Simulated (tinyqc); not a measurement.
Inside a calculation. Method: empirical pseudopotential in a few plane waves. One step of it, computed by the program tinyqc.

Task: Levels at G. Diagonalise the Hermitian matrix.

H(k) at G (eV), lower triangle:
```
           +0+0+0     -1-1-1     -1-1+1     -1+1-1     -1+1+1     +1-1-1     +1-1+1     +1+1-1
+0+0+0   0.000000
-1-1-1   2.097308  13.600628
-1-1+1  -2.097308   0.000000  13.600628
-1+1-1  -2.097308   0.000000   0.625862  13.600628
-1+1+1  -2.097308  -0.625862   0.000000   0.000000  13.600628
+1-1-1  -2.097308   0.000000   0.625862   0.625862   0.000000  13.600628
+1-1+1  -2.097308  -0.625862   0.000000   0.000000   0.625862   0.000000  13.600628
+1+1-1  -2.097308  -0.625862   0.000000   0.000000   0.625862   0.000000   0.625862  13.600628
+1+1+1   2.097308   0.000000  -0.625862  -0.625862   0.000000  -0.625862   0.000000   0.000000
-2+0+0   0.000000  -2.097308  -2.097308  -2.097308   2.097308   0.557999  -0.557999  -0.557999
+0-2+0   0.000000  -2.097308  -2.097308   0.557999  -0.557999  -2.097308   2.097308  -0.557999
+0+0-2   0.000000  -2.097308   0.557999  -2.097308  -0.557999  -2.097308  -0.557999   2.097308
+0+0+2   0.000000  -0.557999   2.097308  -0.557999  -2.097308  -0.557999  -2.097308   0.557999
+0+2+0   0.000000  -0.557999  -0.557999   2.097308  -2.097308  -0.557999   0.557999  -2.097308
+2+0+0   0.000000  -0.557999  -0.557999  -0.557999   0.557999   2.097308  -2.097308  -2.097308

           +1+1+1     -2+0+0     +0-2+0     +0+0-2     +0+0+2     +0+2+0     +2+0+0
+1+1+1  13.600628
-2+0+0  -0.557999  18.134170
+0-2+0  -0.557999   0.625862  18.134170
+0+0-2  -0.557999   0.625862   0.625862  18.134170
+0+0+2  -2.097308  -0.625862  -0.625862   0.000000  18.134170
+0+2+0  -2.097308  -0.625862   0.000000  -0.625862   0.625862  18.134170
+2+0+0  -2.097308   0.000000  -0.625862  -0.625862   0.625862   0.625862  18.134170
```

Give: eigenvalues.

Result:

eigenvalues (eV): -2.0120  9.6504  9.6504  9.6504  12.1344  12.9748  12.9748  12.9748  16.8824  16.8824  17.4902  21.4585  21.4585  21.4585  23.9815
